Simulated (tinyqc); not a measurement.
Solid solubility of a dopant against its melt (retrograde solidus), clustering and the electrically active fraction: one step, computed by the program tinyqc. Command: `OMP_NUM_THREADS=1 python tinyqc.py 3005024 3005025 out.jsonl retro walk`. One thread of a shared host (Intel(R) Xeon(R) Processor @ 2.30GHz), about 0.01 s of CPU time with the checks.

Question. Active fraction after the anneal. A highly soluble donor (another dopant than that of the solidus) is limited by clustering. Donors N_a are active, and clusters hold m atoms each: N_t = N_a + m C, m C = N* (N_a/N*)^m (n/N*)^m, each atom taking one electron, n = N_a/2 + sqrt(N_a^2/4 + n_i^2), n_i = prefactor x T^1.5 exp(-E_i/(k_B T)), with N*(T) = N*(1273 K) exp[-(E_b/k_B)(1/T - 1/1273)]. Resistivity = 1/(e mu N_a).

Inputs (values chosen for the exercise, of the order of those of copper in silicon for the solubility): total dopant density N_t = 2.2e+20 1/cm^3; atoms per cluster m = 4; cluster scale N* at 1273 K = 2e+20 1/cm^3; activation energy E_b of the cluster scale = 0.44 eV; anneal temperature T_a = 1150 K; prefactor of n_i = 3.9e+16 1/(cm^3 K^1.5); energy E_i in n_i = 0.607 eV; mobility mu = 65 cm^2/(V s).

Clustering: clusters that take up free electrons.

Constants: k_B = 8.617333262e-05 eV/K; e = 1.602176634e-19 C.

Give: N*(T_a); active density N_a; active fraction; resistivity.

Answer.

N*(T_a) = 1.302e+20 1/cm^3

active density N_a = 1.251e+20 1/cm^3

active fraction = 0.5688

resistivity = 0.7674 milliohm cm

Doubling the dose would raise N_a by only 15 %. Caution: this clustering law is a generic form; degeneracy and a doping-dependent mobility are left out.
